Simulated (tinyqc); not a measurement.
Worked calculation: formation energy of a charged point defect from supercell energies. Computed by tinyqc, a small Python program that keeps every step. Command: `OMP_NUM_THREADS=1 python tinyqc.py 3028182 3028183 out.jsonl formation walk`. One thread of a shared host (Intel(R) Xeon(R) Processor @ 2.30GHz), about 0.01 s of CPU time with the checks. Intermediate numbers are printed to about 5 digits and carried at full precision; extremes and crossings named in words are read from the listed rows.

The host is a compound AB. Making the defect adds n_A = 1, n_B = -1 atoms to the cell. All total energies are inputs. E_F is counted from the valence-band maximum (VBM); x = 0 is A-rich and x = 1 B-rich growth.

Inputs (values chosen for the exercise, with gap and screening modelled on CdTe):
```
quantity                       value      unit
gap E_g                         1.51        eV
E_VBM of the host cell         5.594        eV
potential alignment dV        -0.057        eV
dielectric constant eps         10.5         -
cell length L                     19  angstrom
mu_A of the pure element      -3.889        eV
mu_B of the pure element      -5.167        eV
formation enthalpy dH of AB   -0.874        eV
growth condition x              0.39         -
Fermi level E_F                 1.13        eV
temperature T                   1400         K
site density N_s             4.1e+22     cm^-3
```

Defect: A on a B site. Supercell lattice: bcc.

charge states q: 2  1  0  -1  -2

E(defect, q) - E(host), in the order of q (eV): -9.356  -2.772  3.91  10.628  17.203

Constants: e^2/(4 pi eps_0) = 14.39964548 eV angstrom; k_B = 8.617333262e-05 eV/K.

## Chemical potentials

dmu_A = x dH and dmu_B = (1 - x) dH, so that dmu_A + dmu_B = dH; mu = mu(element) + dmu. The reservoir term is sum n_i mu_i.

dmu_A = -0.34086 eV

dmu_B = -0.53314 eV

sum n_i mu_i = 1.47028 eV

## Image-charge corrections

Image-charge correction of a point charge in a neutralising background: E_corr = q^2 alpha e^2/(4 pi eps_0) / (2 eps L), alpha = 2.888462 for a bcc array with L the cube root of the volume.

E_corr (eV): (q=+2) 0.41697, (q=+1) 0.10424, (q=0) 0.00000, (q=-1) 0.10424, (q=-2) 0.41697

Caution: the largest image-charge correction in these energies, q^2 alpha e^2/(8 pi eps_0 eps L) with alpha = 2.888462, exceeds a quarter of the gap; the point-charge term alone is then a rough estimate, usually too large for a charge that is spread out.

## Formation energies at E_F = 0

E_f(q, E_F) = [E(defect, q) - E(host)] - sum n_i mu_i + q (E_VBM + dV + E_F) + E_corr(q).

E_f(q, 0) (eV): (q=+2) 0.6647, (q=+1) 1.3990, (q=0) 2.4397, (q=-1) 3.7250, (q=-2) 5.0757

## Transition levels and the lower envelope

eps(q/q') = [E_f(q', 0) - E_f(q, 0)]/(q - q'). U of state q is eps(q/q-1) - eps(q+1/q). The stable state at each E_F is the lowest line E_f(q, 0) + q E_F.

One-electron levels above the VBM (eV):
```
level    energy  U of the state between this level and the next
(+2/+1)  0.7343                                         0.30649
(+1/0)   1.0408                                         0.24449
(0/-1)   1.2852                                         0.06549
(-1/-2)  1.3507                                               -
```

Stable states:
```
q   from E_F (eV)  to E_F (eV)
+2         0.0000       0.7343
+1         0.7343       1.0408
0          1.0408       1.2852
-1         1.2852       1.3507
-2         1.3507       1.5100
```

Stable in the gap, from the VBM up: +2, +1, 0, -1, -2.

## The first and the last level

eps(q/q-1) = E_f(q - 1, 0) - E_f(q, 0).

level (+2/+1) = 0.73427 eV

level (-1/-2) = 1.3507 eV

## Concentrations at the given E_F and T

E_f(q, E_F) = E_f(q, 0) + q E_F. c_q = N_s exp(-E_f(q, E_F)/k_B T), with all degeneracy factors one and no vibrational entropy.

Charge states:
```
q   E_f (eV)  c_q (cm^-3)    share
+2    2.9247   1.2144e+12  0.00989
+1    2.5290   3.2279e+13  0.26285
0     2.4397   6.7636e+13  0.55076
-1    2.5950   1.8678e+13  0.15209
-2    2.8157   2.9974e+12  0.02441
```

lowest formation energy = 2.43972 eV

total concentration = 1.2280e+14 cm^-3

mean charge = 0.081715 e

State 0 holds 55.1 % of the defects.

## Fermi level and growth conditions

Each entry is the lowest E_f over q.

Lowest formation energy (eV):
```
E_F (eV)  stable q  A-rich, x = 0  x = 0.5  B-rich, x = 1
0.000           +2        -0.0170   0.8570         1.7310
0.189           +2         0.3610   1.2350         2.1090
0.378           +2         0.7390   1.6130         2.4870
0.566           +2         1.1150   1.9890         2.8630
0.755           +1         1.4722   2.3462         3.2202
0.944           +1         1.6612   2.5352         3.4092
1.132            0         1.7580   2.6320         3.5060
1.321           -1         1.7222   2.5962         3.4702
1.510           -2         1.3740   2.2480         3.1220
```

Going from A-rich to B-rich growth shifts every line by +1.748 eV and moves no transition level. The slope of the envelope is the stable charge, so E_f is highest at E_F = 1.13 eV of those listed, and it falls on both sides: the defect is amphoteric and compensates either doping. Under A-rich growth E_f turns negative for part of the gap, so in equilibrium E_F cannot enter that part.

## What the corrections do to the levels

Levels eps(q/q-1) with the terms q dV and E_corr left out or kept.

Levels above the VBM (eV):
```
level       raw  with alignment  with image charge  with both
(+2/+1)  0.9900           1.047             0.6773     0.7343
(+1/0)   1.0880           1.145             0.9838     1.0408
(0/-1)   1.1240           1.181             1.2282     1.2852
(-1/-2)  0.9810           1.038             1.2937     1.3507
```

Alignment moves every level by -dV = +0.057 eV. The image term moves eps(q/q-1) by (1 - 2q) E_corr(1): (+2/+1) by -0.313, (+1/0) by -0.104, (0/-1) by +0.104, (-1/-2) by +0.313 eV, donor levels down and acceptor levels up. It adds 2 E_corr(1) = 0.208 eV to every U, which turns an apparent negative U of the raw energies into a positive one.

Checks made by the program: envelope against a direct minimum on a grid (relative difference below 1e-10).
